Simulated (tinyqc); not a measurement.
Worked calculation: thin-film optics by transfer matrices. Values are carried at full precision from step to step, so a last printed digit may differ when a step is redone from the rounded ones.

Indices N = n + i k. Snell: N0 sin(theta) = N_j sin(theta_j), with Im(N_j cos theta_j) >= 0. Admittance y_j = N_j cos theta_j for s and N_j/cos theta_j for p. Phase delta_j = 2 pi N_j cos theta_j d_j/lambda. Layer matrix [[cos delta, -i sin delta/y], [-i y sin delta, cos delta]], multiplied from the top down to M. (B, C) = M (1, y_sub); r = (y0 B - C)/(y0 B + C), R = |r|^2, T = 4 Re y0 Re y_sub/|y0 B + C|^2, absorbed in the films 1 - R - T.

Inputs chosen for the exercise (indices near those of HfO2, SiO2 on polySi; shifted at random, so the results belong to these values and not to a real crystal): lam = 365 nm (vacuum wavelength); n0 = 1 (ambient index); n = (2.184, 1.498, 4.916) (n of HfO2, SiO2, substrate); k = (0, 0, 2.554) (k in the same order); d = (22.4, 26) nm (thicknesses, top first); theta = 60 degrees (angle of incidence); pol = p (polarisation).

## Angles, admittances and phases

Form cos theta_j, y_j and delta_j.

cos theta_j: ambient 0.5000, film 1 0.9180, film 2 0.8160, substrate 0.9930+0.0101i

y_j: ambient 2.0000, film 1 2.3790, film 2 1.8359, substrate 4.9762+2.5215i

delta_j (rad): film 1 0.7731, film 2 0.5471

## Layer matrices and their product

Form each matrix and multiply from the top down.

matrix of film 1:
```
          1         2
1    0.7157  -0.2935i
2  -1.6614i    0.7157
```

matrix of film 2:
```
          1         2
1    0.8541  -0.2833i
2  -0.9550i    0.8541
```

M:
```
          1         2
1    0.3309  -0.4535i
2  -2.1025i    0.1405
```

Each matrix has determinant 1, and so has M.

## Reflection and transmission

Close the stack on the substrate.

B, C: 1.4745-2.2567i  0.6994-1.7481i

r = 0.4860+0.0761i
R = 0.2420
T into the substrate = 0.7580
absorbed in the films = 0.0000

The bare substrate would reflect 0.2765.

## Ellipsometric angles

Ellipsometry: rho = tan(Psi) exp(i Delta) = -conj(r_p/r_s) with the r of the admittance formula, Delta in 0 to 360 degrees, so that a bare dielectric at small angles gives Delta = 180.

Repeat the steps for both polarisations.

r_s = 0.0458+0.2768i
r_p = 0.4860+0.0761i
Psi = 60.30 degrees
Delta = 251.70 degrees

## Checks

- R against the recursion of Airy sums from the substrate up: both 0.24198.

Computed by tinyqc, a small Python program: `OMP_NUM_THREADS=1 python tinyqc.py 1650336 1650337 out.jsonl` (the numbers bound the seed that draws the inputs); one thread of a shared host (Intel(R) Xeon(R) Processor @ 2.30GHz), about 0.01 s for the whole set of steps.
